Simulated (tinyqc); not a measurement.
Comparisons within one model: Slater-Koster d bands of an fcc metal. A value that a table varies takes the place of the one given here.

Slater-Koster d bands. For a bond with direction cosines (l, m, n) the 5 x 5 block is dds Ps + ddp Pp + ddd (1 - Ps - Pp), the projectors on sigma, pi and delta states about the bond; for instance <xy|xy> = 3 l^2 m^2 dds + (l^2 + m^2 - 4 l^2 m^2) ddp + (n^2 + l^2 m^2) ddd, <xy|yz> = 3 l m^2 n dds + l n (1 - 4 m^2) ddp + l n (m^2 - 1) ddd and <3z2-r2|3z2-r2> = (n^2 - (l^2 + m^2)/2)^2 dds + 3 n^2 (l^2 + m^2) ddp + (3/4)(l^2 + m^2)^2 ddd. H(k) sums the blocks times cos(k.R) over the neighbours; the d level is the zero of energy; k in 2 pi/a.

Neighbours: twelve at (a/2)(1,1,0) and equivalents.

Mesh: k = f1 b1 + f2 b2 + f3 b3 with fractions (j + 1/2)/N, j = 0 to N - 1, and b = (-1,1,1), (1,-1,1), (1,1,-1) for fcc, (0,1,1), (1,0,1), (1,1,0) for bcc, unit vectors for simple cubic. The lowest Nd/10 of all levels are filled with two electrons each; the bond energy is their sum per atom.

Values chosen for the exercise (of the size met in Ni; not measured data):
- dds = -0.412 eV (dd sigma)
- ddp = 0.251 eV (dd pi)
- ddd = -0.074 eV (dd delta)
- N = 10 (mesh)
- f2 = 0.487 (factor for second neighbours in bcc)

## Band filling: full bands against the rectangular model

W = sqrt(12 mu2) with mu2 the mean square level on the mesh; rectangular model: Fermi level W (Nd/10 - 1/2), bond energy -W Nd (10 - Nd)/20. The Fermi level of the mesh is the highest filled level.

Per atom (eV):
```
Nd  EF, bands  bond energy, bands  EF, rectangle  bond energy, rectangle
1      -1.153              -1.404         -1.189                  -1.337
2      -0.931              -2.439         -0.892                  -2.378
3      -0.604              -3.208         -0.594                  -3.121
4      -0.279              -3.660         -0.297                  -3.566
5       0.066              -3.758          0.000                  -3.715
6       0.401              -3.517          0.297                  -3.566
7       0.638              -2.979          0.594                  -3.121
8       0.872              -2.222          0.892                  -2.378
9       1.102              -1.213          1.189                  -1.337
```

W = 2.972 eV
full width on the mesh = 3.390 eV

What does this show, and why?

The bond energy is deepest at Nd = 5 (-3.758 eV); the rectangle has its minimum at 5. The two differ most at Nd = 8, by 0.156 eV or 4 % of the deepest value: the second moment fixes the parabola, and higher moments the rest. At Nd = 3 and 7 the bands give -3.208 and -2.979 eV, a skew towards less than half filling.

## Which lattice a d-band metal prefers

fcc has twelve neighbours, bcc eight and six (the six times f2), simple cubic six. The integrals of bcc and sc are scaled so that all three have the second moment of fcc, which stands for equal repulsion (structural energy difference theorem). s and p electrons are left out.

Bond energy per atom:
```
Nd  fcc (eV)  bcc - fcc (meV)  sc - fcc (meV)
1     -1.404               84             -48
2     -2.439               75               7
3     -3.208              -34             143
4     -3.660             -163             248
5     -3.758              -31             238
6     -3.517              126             105
7     -2.979              151             -86
8     -2.222               83            -210
9     -1.213              -42            -239
```

scale factors: bcc 1.1285, sc 1.4142

mu3/mu2^1.5: fcc -0.188, bcc -0.184, sc 0.000

mu4/mu2^2: fcc 1.800, bcc 1.670, sc 2.302

largest change of a difference when N is raised to 14 = 8 meV

What can be read from the table?

fcc is lowest for Nd = 2 and 6. bcc is lowest for Nd = 3, 4 and 5. sc is lowest for Nd = 1, 7, 8 and 9. bcc gains most on fcc at Nd = 4 (-163 meV). A small fourth moment marks a two-peaked band, which tends to favour fillings near one half; bcc has -7 % against fcc, and at Nd = 5 it lies -31 meV from fcc (differences of a few tens of meV are within the error of the mesh; hcp is left out, and this d-only model can miss the lattice of the real metal). The third moments, from three-membered rings, skew the bands. That simple cubic wins anywhere comes from keeping d bands and equal second moments alone; no transition metal takes it. Differences below about 8 meV are within the error of this mesh, and the s and p electrons left out weigh most where the d band is nearly empty or full.

## What each integral does

Levels at Gamma, E(t2g) = 3 dds + 4 ddp + 5 ddd, E(eg) = 1.5 dds + 6 ddp + 4.5 ddd, and W = sqrt(12 mu2), the width of a rectangular band with the same second moment mu2 = z (dds^2 + 2 ddp^2 + 2 ddd^2)/5, z = 12. Each row changes one parameter from the base and keeps the others.

Results:
```
case              t2g (eV)  eg (eV)  W (eV)
base               -0.6020   0.5550  2.9720
dds = -0.3502 eV   -0.4166   0.6477  2.7343
ddp = 0.2133 eV    -0.7528   0.3288  2.7973
ddd = -0.0851 eV   -0.6575   0.5050  2.9891
```

How do the results move?

The largest shifts from the base row, up to three for each result and ties (the steps differ in size, so this ranks the rows, not the parameters). t2g (eV): dds +0.1854, ddp -0.1508, ddd -0.0555. eg (eV): ddp -0.2262, dds +0.0927, ddd -0.0500. W (eV): dds -0.2377, ddp -0.1748, ddd +0.0171. The ratio of the shifts of t2g and eg names the integral: 3 : 1.5 for dds, 4 : 6 for ddp, 5 : 4.5 for ddd.

Computed by tinyqc, a small Python program: `OMP_NUM_THREADS=1 python tinyqc.py 1452815 1452816 out.jsonl` (the numbers bound the seed that draws the inputs); one thread of a shared host (Intel(R) Xeon(R) Processor @ 2.30GHz), about 0.03 s for the whole set of steps.
